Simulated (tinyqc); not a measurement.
Thermodynamics of metal silicides: hull, first phase, silicon consumed, nucleation and stability against SiO2: one step, computed by the program tinyqc. Command: `OMP_NUM_THREADS=1 python tinyqc.py 3019874 3019875 out.jsonl silphase walk`. One thread of a shared host (Intel(R) Xeon(R) Processor @ 2.30GHz), about 0.01 s of CPU time with the checks.

Entropies of formation of the solids are neglected, so heats stand for free energies. Si fractions: M2Si 0.3333, MSi 0.5000, MSi2 0.6667.

Task: First phase. Effective heat of formation: at the interface the mixture has the Si fraction x_e; the limiting element scales the heat, H_eff = H x_e/x if x_e < x, H (1 - x_e)/(1 - x) otherwise. The rule names the most negative as the first phase; its restriction to congruently melting phases is left out here.

Inputs (values chosen for the exercise, for a model metal): heat of formation of M2Si = -33.8 kJ/mol atoms; heat of formation of MSi = -53.2 kJ/mol atoms; heat of formation of MSi2 = -37.6 kJ/mol atoms; Si fraction x_e at the lowest liquidus = 0.36.

Phases: M2Si, MSi, MSi2.

Give: H_eff; most negative H_eff.

Result:

H_eff (kJ/mol atoms): M2Si -32.448, MSi -38.304, MSi2 -20.304

most negative H_eff = -38.304 kJ/mol atoms

The rule picks MSi, ahead of M2Si by 5.9 kJ/mol. The rule is empirical and ignores nucleation barriers.
